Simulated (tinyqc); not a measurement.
Two regimes over temperature: microkinetic model of low-temperature epitaxy from hydride gases: adsorption, hydrogen desorption and rate control. Computed by tinyqc, a small Python program. Command: `OMP_NUM_THREADS=1 python tinyqc.py 3031459 3031460 out.jsonl hepi walk`. One thread of a shared host (Intel(R) Xeon(R) Processor @ 2.30GHz), about 0.01 s of CPU time with the checks.

Each hydride molecule needs two free sites and leaves four hydrogen atoms, of which two leave at once as H2; theta is the hydrogen coverage, the site density is 6.78 per nm^2 and one layer is 1.358 angstrom thick.

Inputs (values chosen for the exercise, close to those used for silane and germane, with second-order desorption as on Si(111) but the site density of Si(001)):
```
quantity                                           value  unit
silane pressure p_S                                 0.18    Pa
sticking prefactor of silane s0                     0.08     -
adsorption barrier E_s                              0.16    eV
desorption prefactor nu_d                        8.9e+12   1/s
desorption energy on silicon E_d                    2.16    eV
hydrogen carrier pressure p_H                          0    Pa
sticking of hydrogen s_H                         3.3e-08     -
germane pressure p_G                              0.0044    Pa
sticking ratio of germane to silane r_G              5.6     -
lowering of E_d per unit germanium fraction, dE     0.37    eV
```

Film: silicon-germanium. Order of hydrogen desorption: second.

Constants: k_B = 8.617333262e-05 eV/K; u = 1.6605390666e-27 kg; k_B = 1.380649e-23 J/K.

Method:
- Flux per site F = p/(sqrt(2 pi M k_B T) x 6.78e18 per m^2), M = 32.12 u (silane), 76.63 u (germane), 2.016 u (hydrogen); s = s0 exp(-E_s/(k_B T)); k_S = s F_S, k_G = r_G s F_G; germanium fraction x = k_G/(k_S + k_G); k = k_S + k_G; k_H = s_H F_H; k_d = nu_d exp(-(E_d - dE x)/(k_B T)).
- With k the hydride and k_H the hydrogen adsorption rate on free pairs and k_d the desorption rate, steady state: 2 (k + k_H)(1 - theta)^2 = k_d theta^2; growth rate R = k (1 - theta)^2 layers/s; 1 layer/s = 8.148 nm/min.
- Temperatures in kelvin are T(C) + 273.15.
- Limits: desorption-limited R = k_d k/(2 (k + k_H)), adsorption-limited R = k.

Growth:
```
T (C)    theta  G (nm/min)  desorption limit (nm/min)  adsorption limit (nm/min)
400    0.98634  3.9936e-03                 4.1050e-03                     21.403
450    0.95638  4.7547e-02                 5.1983e-02                     24.988
500    0.88582  3.7196e-01                 4.7402e-01                     28.532
550    0.75678  1.8926e+00                 3.3046e+00                     31.994
600    0.58060  6.2175e+00                 1.8444e+01                     35.348
650    0.40187  1.3800e+01                 8.5449e+01                     38.574
700    0.25980  2.2825e+01                 3.3817e+02                     41.660
750    0.16335  3.1219e+01                 1.1700e+03                     44.599
800    0.10285  3.8143e+01                 3.6056e+03                     47.390
850    0.06590  4.3655e+01                 1.0052e+04                     50.032
```

The apparent activation energy of G is 2.08 eV between the first rows and 0.28 eV between the last; full hydrogen cover gives a value near the desorption energy (plus E_s where k_H far exceeds k), a bare surface one near E_s less k_B T/2 from the flux. The coverage passes one half between 600 and 650 C, the knee of the Arrhenius plot.

Extremes, crossings and ranges named in words are read from the listed rows.
